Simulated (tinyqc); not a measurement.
MOS inversion layer, Poisson-Schroedinger loop: one step of the calculation.

Electrons confined at an insulator interface at z = 0, treated as a hard wall; parabolic valleys, Hartree approximation, no image or exchange terms. The depletion charge lies far deeper than the electrons and gives a uniform field q Nd/(eps0 eps_r); the gate balances all charge. Energies are counted from the band edge at the interface.

Task. Levels and probability densities. Tridiagonal Hamiltonian with psi = 0 one step beyond both ends: H_ii = C (1/m_(i-1/2) + 1/m_(i+1/2))/hz^2 + V0_i + U_i, H_(i,i+1) = -C/(m_(i+1/2) hz^2), C = hbar^2/(2 m0). The lowest 2 level(s) are kept, normalised to hz sum |psi|^2 = 1. The mass is the same on all intervals.

Values chosen for this exercise:
```
symbol,value,unit,meaning
mz1,0.261,m0,mass along z of valley set A (6 valley(s))
hz,0.83,nm,mesh step
```

Constants: q = 1.602176634e-19 C, hbar = 1.054571817e-34 J s, m0 = 9.1093837015e-31 kg, hbar^2/(2 m0) = 0.0380998212 eV nm^2. Results are converted to the units shown.

| node | fixed potential V0 (eV) | U after round 1 (eV) |
|---|---|---|
| 1 | 0.006529981 | 0.13059962 |
| 2 | 0.013059962 | 0.25715295 |
| 3 | 0.019589943 | 0.37115977 |
| 4 | 0.026119924 | 0.46609033 |
| 5 | 0.032649905 | 0.54049029 |
| 6 | 0.039179886 | 0.59676002 |
| 7 | 0.045709867 | 0.63840716 |
| 8 | 0.052239848 | 0.66835053 |
| 9 | 0.058769829 | 0.68874992 |
| 10 | 0.065299810 | 0.70149581 |
| 11 | 0.071829791 | 0.70852944 |
| 12 | 0.078359772 | 0.71177859 |
| 13 | 0.084889754 | 0.71290902 |
| 14 | 0.091419735 | 0.71312788 |

Give: levels; |psi|^2 of A1; |psi|^2 of A2.

Result.

levels (eV): A1 0.35437, A2 0.57348

| node | \|psi\|^2 of A1 (1/nm) | \|psi\|^2 of A2 (1/nm) |
|---|---|---|
| 1 | 0.51560 | 0.29057 |
| 2 | 0.48993 | 0.00102 |
| 3 | 0.16310 | 0.31048 |
| 4 | 0.03137 | 0.36239 |
| 5 | 0.00430 | 0.17297 |
| 6 | 0.00047 | 0.05251 |
| 7 | 0.00004 | 0.01209 |
| 8 | 0.00000 | 0.00232 |
| 9 | 0.00000 | 0.00039 |
| 10 | 0.00000 | 0.00006 |
| 11 | 0.00000 | 0.00001 |
| 12 | 0.00000 | 0.00000 |
| 13 | 0.00000 | 0.00000 |
| 14 | 0.00000 | 0.00000 |

Numbers from tinyqc (`OMP_NUM_THREADS=1 python tinyqc.py 2160117 2160118 out.jsonl`; about 0.7 s on one thread of a shared Intel Xeon 2.30GHz).
